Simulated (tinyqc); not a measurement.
Potential-pH (Pourbaix) lines of a metal, its cation, its oxide and an oxyanion, with a complexing ligand: one step, computed by the program tinyqc.

Potentials are against the standard hydrogen electrode; solids and water have unit activity; dG_f of M, H+ and the electron is zero; F = e N_A and s = R T ln(10)/F. The cation carries z = 3.

Task: A complexing ligand. M3+ + 3e = M; (1/2) M2O3 + 3H+ + 3e = M + (3/2) H2O; MO2(-) + 4H+ + 3e = M + 2H2O. For each, E0 = -dG/(z F), and E = E0 + (s/z) log10 a - (s n_H/z) pH, with no activity term for the oxide. The free ligand is c_L/(1 + 10^(pKa - pH)) (ligand in excess); dissolved metal is a in all, so the free cation is a/alpha, alpha = 1 + beta [L]; the cation line drops by (s/z) log10 alpha.

Inputs (values chosen for the exercise, modelled on gallium):

| quantity | value | unit |
|---|---|---|
| temperature T | 298.15 | K |
| log10 of the dissolved activity a | -6 | - |
| pH | 9.6 | - |
| log10 of the stability constant beta of ML | 4.7 | - |
| pKa of HL | 7.2 | - |
| total ligand c_L | 0.5 | mol/L |

Species: M, M3+, M2O3, MO2(-).

E0 (V): cation -0.5541430, oxide -0.4927692, oxyanion -0.2023796

s = 0.05915935 V

Give: free ligand; log10 alpha; cation line with ligand; that line less the oxide line.

Result:

free ligand = 0.49802 mol/L

log10 alpha = 4.3973

cation line with ligand = -0.75917 V

that line less the oxide line = 0.30152 V

The oxide still lies below the complexed cation at this pH.
